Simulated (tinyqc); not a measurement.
## Short-channel transistor, virtual-source model with series resistance: effect of the temperature on the on and off currents

The current per gate width is the charge at the top of the source barrier (the virtual source) times its velocity times a saturation function; al and be are fitting constants of the model. Units: I in uA/um, Rs in ohm um, so I Rs = 1e-6 I Rs in volts; Q in uC/cm^2, so I = 1e-4 Q vx0 Fsat with vx0 in cm/s.

Intrinsic voltages Vg' = Vgs - I Rs, Vd' = Vds - 2 I Rs. n = n0 + nd Vd', VT = VT0 - dl Vd', Ff = 1/(1 + exp((Vg' - VT + al Vt/2)/(al Vt))), Q = Cinv n Vt ln(1 + exp((Vg' - VT + al Vt Ff)/(n Vt))), Vdsat = (vx0 L/mu)(1 - Ff) + Vt Ff, Fsat = u/(1 + u^be)^(1/be) with u = Vd'/Vdsat, and I = Q vx0 Fsat per width. I is solved self-consistently. Ion is I at Vgs = Vds = 1 V, Ioff at Vgs = 0, Vds = 1 V, and Rlin = Vds/I at Vgs = 1 V, Vds = 0.05 V. mu, vx0, VT0, dl and n0 are held fixed.

Inputs (values chosen for the exercise): inversion capacitance Cinv = 3.75 uF/cm^2; velocity at the virtual source vx0 = 1.64e7 cm/s; apparent mobility mu = 230 cm^2/(V s); channel length L = 45 nm; threshold at zero drain voltage VT0 = 0.318 V; drain-induced barrier lowering dl = 0.038 V/V; subthreshold factor n0 = 1.48; growth of n with drain voltage nd = 0.2 1/V; threshold shift (in units of Vt) from weak to strong inversion al = 3.5; sharpness of saturation be = 1.6; series resistance of each contact Rs = 90 ohm um.

Constants: q = 1.602176634e-19 C, kB = 1.380649e-23 J/K, Vt = kB T/q. Results are converted to the units shown.

Effect of the temperature on the on and off currents:
```
T (K)  Ion (uA/um)  Ioff (nA/um)  log10(Ion/Ioff)  Rlin (ohm um)
200         2417.0        87.208           4.4427         258.81
230         2417.2        344.14           3.8466         258.80
260         2417.7        989.05           3.3882         258.80
290         2418.4        2277.2           3.0261         258.78
320         2419.5        4463.4           2.7341         258.76
350         2421.0        7756.6           2.4943         258.72
380         2423.1         12296           2.2946         258.66
410         2425.6         18146           2.1260         258.57
```

As T goes from 200 to 410 K, Ion stays near 2420 uA/um, Ioff rises from 87.2 to 18100 nA/um and Rlin stays near 259 ohm um. Ion changes by a factor of 1.00 and Ioff by 208. For T = 290 to 410 K the off current passes 1 uA/um, so the device is hardly off at Vgs = 0.

tinyqc, about 0.01 s, one thread, Intel Xeon 2.30GHz (shared host): `OMP_NUM_THREADS=1 python tinyqc.py 2380142 2380143 out.jsonl`
